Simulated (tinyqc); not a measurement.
# Input admittance of a MOSFET at zero drain bias: distributed channel and distributed gate, step by step

Numbers from tinyqc (`OMP_NUM_THREADS=1 python tinyqc.py 2262119 2262120 out.jsonl`; about 0.01 s on one thread of a shared Intel Xeon 2.30GHz). Printed values are rounded.

Source and drain grounded, strong inversion, w = 2 pi f, Cox = eps0 eox/tox. The channel is an RC line of resistance 1/(mu Cox Vo) per square fed from both ends, so one finger has the intrinsic admittance y = i w Cox L tanh(g)/g per width, g = (1/2) sqrt(i w tau), tau = L^2/(mu Vo). The vertical resistance rv/L is in series with y, the overlaps 2 i w Cov in parallel: y_t = 1/(1/y + rv/L) + 2 i w Cov. The gate strip is a line of Rsh/L per length loaded by y_t, so a finger has Y = y_t Wf tanh(k)/k, k = (Wf/sd) sqrt(y_t Rsh/L); the device has Nf Y.

Parameters, values chosen for the exercise; values of the order met in silicon radio-frequency transistors:

| symbol | value | unit | meaning |
|---|---|---|---|
| eox | 3.9 |  | relative permittivity of the gate insulator (close to silicon dioxide) |
| tox | 2.2 | nm | insulator thickness |
| L | 0.28 | um | channel length |
| Wf | 4.4 | um | finger width |
| Nf | 1 |  | number of fingers |
| mu | 100 | cm^2/(V s) | channel mobility |
| Vo | 0.35 | V | gate overdrive |
| Rsh | 33 | ohm/square | sheet resistance of the gate |
| rv | 6.9 | ohm um^2 | vertical resistivity of the gate stack |
| sd | 2 |  | number of ends at which a finger is contacted |
| Cov | 0.2 | fF/um | overlap and fringe capacitance on each side |
| f | 3.9 | GHz | frequency |

Constants: eps0 = 8.8541878128e-14 F/cm where lengths are in cm. Results are converted to the units shown.

## Low-frequency resistances and capacitance

Low-frequency limits, with c = Cox L and ct = c + 2 Cov: R_strip = Rsh Wf/(3 sd^2 L Nf), R_ch = (c/ct)^2 L/(12 mu Cox Vo Wf Nf), R_vert = (c/ct)^2 rv/(L Wf Nf), C = ct Wf Nf.

parts (ohm): strip 43.2143, channel 81.0969, vertical 4.70519
sum = 129.016 ohm
C = 21.0975 fF
1/(2 pi R C) = 58.4714 GHz

The channel term is the largest, 62.9 % of the sum.

## Admittance of the channel and stack per width

tau, g, c = Cox L, y and y_t as defined.

tau = 22.4 ps
g = 0.261940+0.261940i
c = 4.39490 fF/um
y = 4.911+107.425i uS/um
y_t = 5.195+117.200i uS/um

w tau = 0.549, and Im y is 0.997 of w c.

## Input impedance of the device

k and Y as defined; Z = 1/(Nf Y) = R + 1/(i w C); Q = |Im Z|/R; signal at the point farthest from a contact |1/cosh k|.

k = 0.186927+0.178825i
Nf Y = 0.034277+0.514357i mS
R = 128.990 ohm
C = 21.0836 fF
Q = 15.0057
signal at the far point = 0.998149

R is 0.021 % below its low-frequency limit and C is 0.066 % below its own.
